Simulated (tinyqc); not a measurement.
From results back to parameters: ellipsoidal valleys in the axes of a wafer and a channel. Four cases, with inputs chosen for the exercise.

Problem. A valley whose axis makes az^2 = 0.333333 with the surface normal has 1/mz = az^2/ml + (1 - az^2)/mt and mz md^2 = ml mt^2. Its confinement and density-of-states masses are given, and ml > mt.

Find: ml mt^2; mt; ml.

Method. Put ml = (mz md^2)/mt^2 into the first relation and solve for mt below (mz md^2)^(1/3), the value at which ml = mt; a scan of that range finds one root.

Case 1.

mz, md (m0): 0.1199080  0.2985990

Solution.

ml mt^2 = 0.010691
mt = 0.082 m0
ml = 1.590 m0

Case 2.

mz, md (m0): 0.1227293  0.3010116

Solution.

ml mt^2 = 0.011120
mt = 0.084 m0
ml = 1.576 m0

Case 3.

mz, md (m0): 0.2547749  0.3565076

Solution.

ml mt^2 = 0.032381
mt = 0.187 m0
ml = 0.926 m0

Case 4.

mz, md (m0): 0.2586235  0.3535218

Solution.

ml mt^2 = 0.032322
mt = 0.191 m0
ml = 0.886 m0

Computed by tinyqc, one run a case: `OMP_NUM_THREADS=1 python tinyqc.py N N+1 out.jsonl` with N = 1850830, 1850907, 1850938, 1850946; one thread of a shared Intel(R) Xeon(R) Processor @ 2.30GHz, about 0.01 s a run at most.
